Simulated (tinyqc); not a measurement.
Epitaxial growth on a vicinal surface: Burton-Cabrera-Frank step flow, step-edge barrier and island nucleation: one step, computed by the program tinyqc.

Adatoms land at rate F, hop on a square grid (a simplification for hexagonal faces), desorb, or join steps. Lengths are in units of a and n is the adatom coverage. Steps ascend at x = 0 and descend at x = l.

Problem. Step flow or islands. Island density on a flat surface without desorption: N = 0.25 (F/D)^(i/(i+2)) exp(E_i/((i+2) k_B T)) per site, with E_i = 0 for i = 1; spacing l_n = N^(-1/2). Step flow needs an effective width l_eff = 2 x(peak) below l_n. Temperatures in kelvin are T(C) + 273.15.

Inputs (values chosen for the exercise, close to those used for Ge(001)):
```
quantity,value,unit
deposition rate F,0.15,layers/s
temperature T,540,C
critical nucleus size i,2,-
binding energy of the critical nucleus E_i,0.65,eV
```

D = 1.478194e+08 a^2/s

position of the peak = 10.09736 a

Constants: k_B = 8.617333262e-05 eV/K.

Give: island density N on a flat surface; island spacing l_n; ratio l_eff/l_n.

Solution.

island density N on a flat surface = 8.096e-05 per site

island spacing l_n = 111.1 a

ratio l_eff/l_n = 0.1817

Steps capture adatoms before they meet: step flow. Caution: the prefactor 0.25 and the criterion are estimates, good to a factor of about two in length.
